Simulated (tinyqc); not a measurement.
Four-point probe, van der Pauw, Hall and spreading-resistance readings of a semiconductor layer. Changing the side ratio a/b of the van der Pauw rectangle. Computed by tinyqc, a small Python program. Command: `OMP_NUM_THREADS=1 python tinyqc.py 3113893 3113894 out.jsonl probe sweep`. One thread of a shared host (Intel(R) Xeon(R) Processor @ 2.30GHz), about 0.01 s of CPU time with the checks.

The layer is uniform and ohmic; contacts are points unless a radius is given.

Inputs (values chosen for the exercise, modelled on n-type silicon): carrier density n = 7.9e+15 1/cm^3; drift mobility mu = 1150 cm^2/(V s); layer thickness t = 120 micrometre.

Backing of the layer: insulating.

Constants: e = 1.602176634e-19 C.

Method:
- rho = 1/(e n mu); R_s = rho/t.
- Thin rectangle with point contacts at the corners; for R_B current and voltage contacts lie along the two sides of length a, for R_A along those of length b: exp(-pi R_A/R_s) = (theta_4/theta_3)^4, exp(-pi R_B/R_s) = (theta_2/theta_3)^4 with q = exp(-pi a/b), theta_2 = 2 sum_(m>=0) q^((m + 1/2)^2), theta_3 = 1 + 2 sum_(m>=1) q^(m^2), theta_4 = 1 + 2 sum_(m>=1) (-1)^m q^(m^2).
- Solve exp(-pi z R_A) + exp(-pi z R_B) = 1 for z = 1/R_s by seven Newton steps from z = 2 ln 2/(pi (R_A + R_B)); f = R_s 2 ln 2/(pi (R_A + R_B)).

One run for each value:

| side ratio a/b of the van der Pauw rectangle | ratio R_B/R_A | correction f | R_A (ohm) | R_B (ohm) |
|---|---|---|---|---|
| 1.0 | 1.0000e+00 | 1.0000 | 12.632 | 12.632 |
| 1.3 | 5.3533e+00 | 0.8096 | 4.912 | 26.294 |
| 1.6 | 2.1964e+01 | 0.5750 | 1.913 | 42.022 |
| 1.9 | 7.8635e+01 | 0.4255 | 0.745 | 58.622 |
| 2.2 | 2.6015e+02 | 0.3330 | 0.290 | 75.571 |
| 2.5 | 8.1859e+02 | 0.2723 | 0.113 | 92.658 |

Over the rows, ratio R_B/R_A rises from 1.00 to 819 (exponent d ln y / d ln x 6.4 between the first rows and 9.0 between the last); correction f falls from 1.00 to 0.272 (exponent d ln y / d ln x -0.81 between the first rows and -1.6 between the last); R_A (ohm) falls from 12.6 to 0.113 (exponent d ln y / d ln x -3.6 between the first rows and -7.4 between the last). f departs from 1 slowly: a resistance ratio of 819 needs f = 0.27. Left out: 2.80, 3.10, 3.40 (the run failed its checks).
